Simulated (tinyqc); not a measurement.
# Square on-chip spiral inductor, lumped pi model, step by step

Program tinyqc, `OMP_NUM_THREADS=1 python tinyqc.py 2302048 2302049 out.jsonl`; Intel Xeon 2.30GHz, shared host, one thread, about 0.01 s. Printed values are rounded.

Outer diameter do = di + 2 n wd + 2 (n - 1) sp, mean da = (do + di)/2, fill p = (do - di)/(do + di), length l = 4 n da. L = 2.34 mu0 n^2 da/(1 + 2.75 p), mu0 = 4 pi 1e-7 H/m. Rs = rho l/(wd delta (1 - exp(-th/delta))), delta = sqrt(rho/(pi f mu0)). Cs = n wd^2 eps0 eo/hu across the coil. At each end Cox = l wd eps0 eo/(2 ho) leads to the substrate branch Rsi = 2 rs he/(l wd) in parallel with Csi = l wd eps0 11.7/(2 he). With one end grounded Y = 1/(Rs + i w L) + i w Cs + 1/[1/(i w Cox) + 1/(1/Rsi + i w Csi)], w = 2 pi f; Q = -Im Y/Re Y. Eddy currents in neighbouring turns and in the substrate are left out.

Inputs (values chosen for the exercise); values of the order met in silicon radio-frequency processes: number of turns n = 5.5; line width wd = 6 um; space between turns sp = 3 um; inner diameter di = 100 um; metal thickness th = 4 um; metal resistivity rho = 1.9 uohm cm; oxide below the coil ho = 7.6 um; oxide between coil and underpass hu = 1 um; relative permittivity of the oxide eo = 3.9; substrate resistivity rs = 10 ohm cm; effective spreading depth in the substrate he = 30 um; frequency f = 0.86 GHz.

Constants: eps0 = 8.8541878128e-12 F/m. Results are converted to the units shown.

## Geometry and model elements

do, l, L, delta, Rs, Cs, Cox, Rsi and Csi as defined.

do = 193 um
l = 3223 um
L = 6.95796 nH
delta = 2.36563 um
Rs = 5.28951 ohm
Cs = 6.83720 fF
Cox = 43.9320 fF
Rsi = 310.270 ohm
Csi = 33.3883 fF

Rs is 2.07 times the direct-current value in this empirical form, which overstates the skin effect of a flat slab when delta is near th and so stands in for some current crowding.

## Admittance, quality factor and apparent inductance

Series branch 1/(Rs + i w L), substrate branch, total Y, Q = -Im Y/Re Y, apparent inductance Im(1/Y)/w, metal-only value w L/Rs, share of the loss in the substrate Re(substrate branch)/Re Y.

series branch = 3.6693-26.0812i mS
substrate branch = 0.017196+0.235159i mS
Y = 3.6865-25.8091i mS
Q = 7.00099
apparent inductance = 7.02712 nH
w L/Rs = 7.10796
share of the loss in the substrate = 0.466453 %

Q is 98.5 % of the metal-only value.
